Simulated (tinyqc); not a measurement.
Cluster expansion of a binary alloy: correlations, fit, cross-validation and ground states. Changing the fraction x of B. Computed by tinyqc, a small Python program. Command: `OMP_NUM_THREADS=1 python tinyqc.py 3021995 3021996 out.jsonl clex sweep`. One thread of a shared host (Intel(R) Xeon(R) Processor @ 2.30GHz), about 0.3 s of CPU time with the checks.

s = +1 for A and -1 for B. Energy per site E = J0 + J1 P(point) + sum over clusters of m V P, with P the mean product of spins; V > 0 on a pair favours unlike neighbours. Clusters per site m: pair 1 6, pair 2 3, pair 3 12, triplet 8; the triplet is the triangle of first neighbours. Formation energies are counted from the line between pure A and pure B, which removes J0 and J1.

Inputs (values chosen for the exercise, for a model alloy):
```
quantity                    value  unit
first-pair interaction V1   -29.8   meV
second-pair interaction V2   -1.6   meV
third-pair interaction V3    0.66   meV
triplet interaction Vt        6.2   meV
temperature T                2600     K
```

Lattice: fcc.

Constants: k_B = 8.617333262e-05 eV/K.

Method. Random alloy: P(pair) = p^2, P(triplet) = p^3, p = 1 - 2x, so H_mix = (p^2 - 1) sum m V(pairs) + (p^3 - p) m Vt; G_mix = H_mix + k_B T [x ln x + (1 - x) ln(1 - x)]. To first order in 1/T the Warren-Cowley parameter of shell 1 is alpha_1 = -(1 - p^2) V_eff/(k_B T), V_eff = V1 + (number of triplets on a first-neighbour bond) p Vt, that number being 4.

One run for each value:
```
fraction x of B  mixing enthalpy H_mix (meV/site)  mixing free energy G_mix (meV/site)  alpha_1
0.05                                      24.8976                               -19.58   0.0063
0.15                                      71.8896                               -22.82   0.0283
0.25                                     113.1600                               -12.83   0.0582
0.35                                     146.3280                                 1.27   0.0908
0.45                                     169.0128                                14.83   0.1207
0.55                                     178.8336                                24.66   0.1426
0.65                                     173.4096                                28.35   0.1513
0.75                                     150.3600                                24.37   0.1413
0.85                                     107.3040                                12.60   0.1073
0.95                                      41.8608                                -2.62   0.0442
```

Over the rows, mixing enthalpy H_mix (meV/site) goes from 24.9 through a maximum among these rows, 179 at 0.550, to 41.9; mixing free energy G_mix (meV/site) lies between -22.8 and 28.3 without a single trend; alpha_1 goes from 0.00634 through a maximum among these rows, 0.151 at 0.650, to 0.0442. Pairs alone give a parabola symmetric about x = 1/2; the triplet tilts it, and H_mix(0.25) - H_mix(0.75) = -37.2 meV.

Caution (rows 0.350, 0.450, 0.550, 0.650, 0.750, 0.850): G_mix lies above the hull of the ordered structures at this x, so the random alloy is not the equilibrium state at T. Caution (rows 0.650): so large an alpha_1 is beyond the first-order expansion.

Extremes, crossings and ranges named in words are read from the listed rows.
